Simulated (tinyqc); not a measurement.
Junctionless gate-all-around wire, depletion approximation: two steps of the calculation.

A uniformly doped n-type wire of radius R under a surrounding gate; long channel. Below flat band a shell from radius rc to R is fully depleted and the neutral core, at channel potential V (0 at the source, Vd at the drain), carries the current with constant mobility; s = (rc/R)^2 is the share of the cross-section that conducts. The edge of the depleted shell is taken as abrupt, so there is no subthreshold current.

Parameters, values chosen for the exercise; material values close to those of silicon: relative permittivity of the semiconductor eps_r = 11.8; relative permittivity of the gate insulator eox = 3.9; insulator thickness tox = 2 nm; wire radius R = 10 nm; donor density Nd = 1.4e19 cm^-3; flat-band voltage Vfb = 0.76 V; gate voltage Vg = 0.01 V.

Constants: q = 1.602176634e-19 C, eps0 = 8.8541878128e-14 F/cm where lengths are in cm. Results are converted to the units shown.

Problem 1. Voltages that deplete the wire. Cox = eps0 eox/(R ln(1 + tox/R)); A = q Nd R^2/(4 eps0 eps_r); B = q Nd R/(2 Cox); VT = Vfb - A - B.

Find: Cox; A; B; VT.

Solution 1.

Cox = 1.894 uF/cm^2
A = 0.5367 V
B = 0.5922 V
VT = -0.3689 V

Of the 1.13 V needed, 52.5 % drops over the insulator. The device is normally on.

Problem 2. Conducting share at the source by Newton steps. With V = 0: f = A (1 - s + s ln s) + B (1 - s) - (Vfb - Vg); f' = A ln s - B; s(new) = s - f/f'.

s after iteration 1 = 0.16001474
A = 0.53671990 V
B = 0.59215189 V

Find: f; f'; s after iteration 2.

Solution 2.

f = 0.040856 V
f' = -1.5757 V
s after iteration 2 = 0.18594

tinyqc, about 0.01 s, one thread, Intel Xeon 2.30GHz (shared host): `OMP_NUM_THREADS=1 python tinyqc.py 2460144 2460145 out.jsonl`
